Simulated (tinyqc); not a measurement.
Stretching all distances: RHF, UHF, MP2, CISD and CCSD against full CI in the sto-3g basis, for H4, spin multiplicity 1. Computed by the program tinyqc with PySCF. Command: `OMP_NUM_THREADS=1 python tinyqc.py 113466 113467 out.jsonl`; one thread of a shared host (Intel(R) Xeon(R) Processor @ 2.60GHz), about 5 s.

Geometry (angstrom):
```
atom       x       y       z
H     0.0000  0.0000  0.0000
H     0.0000  0.0000  0.7800
H     0.0000  0.0000  1.6230
H     0.0000  0.0000  2.4030
```

All coordinates are multiplied by the scale. c0^2 is the weight of the RHF determinant in the lowest singlet FCI state (UHF is spin-contaminated and may lie near states of higher spin) and n(LUMO) the first natural occupation beyond the occupied space.

Full CI energy (hartree) and errors against it (kcal/mol):
```
scale  distance 1-2 (angstrom)    E(FCI)      RHF     UHF     MP2    CISD      CCSD  <S^2> UHF   c0^2  n(LUMO)
0.850                    0.663  -2.10145   21.792  21.792   6.596   0.117  3.95e-03      0.000  0.981    0.030
1.110                    0.866  -2.19501   32.663  32.663  11.746   0.429     0.015      0.000  0.961    0.061
1.370                    1.069  -2.15310   48.285  48.260  19.723   1.360     0.051      0.035  0.924    0.111
1.630                    1.271  -2.07636   70.725  53.724  31.735   3.786     0.081      0.765  0.863    0.190
1.890                    1.474  -2.00290  101.080  44.338  48.200   8.998    -0.112      1.262  0.772    0.302
2.150                    1.677  -1.94718  138.369  30.198  67.634  17.803    -1.131      1.599  0.662    0.433
2.410                    1.880  -1.91092  179.408  18.018  86.526  28.436    -3.760      1.795  0.553    0.563
```

UHF parts from RHF first at scale 1.37 of those listed, where <S^2> leaves zero. The weight c0^2 goes from 0.98 to 0.55 and n(LUMO) from 0.03 to 0.56: static correlation grows as the bonds break into open-shell fragments. The spread of the error along the curve, which distorts its shape, is CCSD 3.8, CISD 28.3, UHF 35.7, MP2 79.9, RHF 157.6 kcal/mol. Below FCI somewhere: CCSD, as non-variational methods may be.
